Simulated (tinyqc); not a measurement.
Shift against diffusion length: interdiffusion of a quantum well during annealing: blurred potential and shift of the confined levels. Computed by tinyqc, a small Python program. Command: `OMP_NUM_THREADS=1 python tinyqc.py 3013549 3013550 out.jsonl qwi walk`. One thread of a shared host (Intel(R) Xeon(R) Processor @ 2.30GHz), about 0.06 s of CPU time with the checks.

A square well of width w is blurred by Fick diffusion with a constant coefficient; band offsets are linear in composition, masses are uniform, and strain and excitons are ignored.

Inputs (values chosen for the exercise, modelled on InGaAs in InP):
```
quantity                value  unit
well width w              6.2    nm
electron mass m_e      0.0428   m_0
hole mass m_h           0.394   m_0
conduction offset V_c    0.28    eV
valence offset V_v       0.28    eV
```

Constants: hbar^2/(2 m_0) = 3.80998212 eV angstrom^2.

Method:
- Square well, ground state: take the lowest root of k tan(k w/2) = kappa, k^2 = E/c, kappa^2 = (V - E)/c, c = hbar^2/(2m) with hbar^2/(2 m_0) in eV angstrom^2.
- With L = sqrt(D t) and the share at the centre erf(w/(4L)). After the anneal: V(z) = V {1 - (1/2)[erf((w/2 - z)/(2L)) + erf((w/2 + z)/(2L))]}, energies counted from the original well bottom. Finite differences on 3000 points over |z| < w/2 + 6L + 25 nm; shifts are taken against the same grid with cell-averaged square steps.
- First-order estimate for small L: the shift is 2 L^2 V |d(psi^2)/dz| at an edge, with psi the normalised square-well state: psi^2 = cos^2(k z)/(w/2 + 1/kappa) inside, so |d(psi^2)/dz| = k sin(k w)/(w/2 + 1/kappa).

electron level before the anneal = 88.1054 meV

hole level before the anneal = 17.4856 meV

Shifts (meV):
```
L/w   L (nm)  share at the centre  electron     hole      sum  first-order sum
0.02   0.124                    1     0.458    0.432     0.89          0.95688
0.04   0.248                    1     1.762     1.61    3.372           3.8275
0.07   0.434              1.00000     5.104    4.666    9.769           11.722
0.1     0.62              0.99959      9.88    9.453   19.334           23.922
0.15    0.93              0.98158    20.303   22.063   42.366           53.825
0.2     1.24              0.92290    32.495   39.753   72.248           95.688
0.3     1.86              0.76141    56.684   78.175   134.86           215.30
0.45    2.79              0.56794    84.945  122.567  207.512           484.42
0.7     4.34              0.38649   113.848  165.145  278.993           1172.2
1        6.2              0.27633   133.154  191.747  324.901           2392.2
```

The sum grows as L^1.92 between the first rows (L^2, linear in time, in first order) and as L^0.43 between the last, as it bends towards the limit V_c + V_v less the original levels, 454.4 meV. The first-order form is off by +8 % in the first row and +24 % at L/w = 0.1; it needs L well below the decay length 1/kappa. At L/w = 0.2 the hole level has moved by the larger share of its offset (14.2 % for the hole, 11.6 % for the electron). Caution: the well mass is used in the barriers too; a heavier barrier mass would lower these levels.
